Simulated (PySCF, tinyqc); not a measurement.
Orbital energy against energy difference: ionisation energy by orbital energies and by energy differences in the 6-31g basis, for Be, spin multiplicity 1. Computed by the program tinyqc with PySCF. 

Geometry (angstrom):

| atom | x | y | z |
|---|---|---|---|
| Be | 0.0000 | 0.0000 | 0.0000 |

CCSD(T) difference in the same basis = 9.1781 eV

IP-EOM-CCSD = 9.1811 eV

The cation is unrestricted; errors are against CCSD(T) in this basis, not against experiment.

First vertical ionisation energy (eV):

| method | -e(HOMO) | E(cation) - E | error of -e(HOMO) | error of the difference |
|---|---|---|---|---|
| HF | 8.199 | 7.92813 | -0.979 | -1.250 |
| LDA | 5.328 | 8.94119 | -3.850 | -0.237 |
| PBE | 5.377 | 8.94022 | -3.801 | -0.238 |
| B3LYP | 6.090 | 9.04926 | -3.088 | -0.129 |
| PBE0 | 6.278 | 8.90938 | -2.900 | -0.269 |
| CAM-B3LYP | 7.469 | 9.04689 | -1.709 | -0.131 |
| LC-wPBE | 8.767 | 8.97834 | -0.411 | -0.200 |

Koopmans errs by -0.98 eV and Delta-HF by -1.25 eV: relaxation, 0.27 eV, lowers the value and the missing correlation difference works against it. The PBE level is off by -3.8 eV through the wrong tail of its potential, though its energy difference is off by -0.24 eV; exact exchange deepens the level, and among the orbital energies LC-wPBE comes closest; among the differences B3LYP does. The restricted reference is unstable here: a spin-polarised solution lies 0.0006 hartree lower (PySCF), so results built on it describe a poor reference.
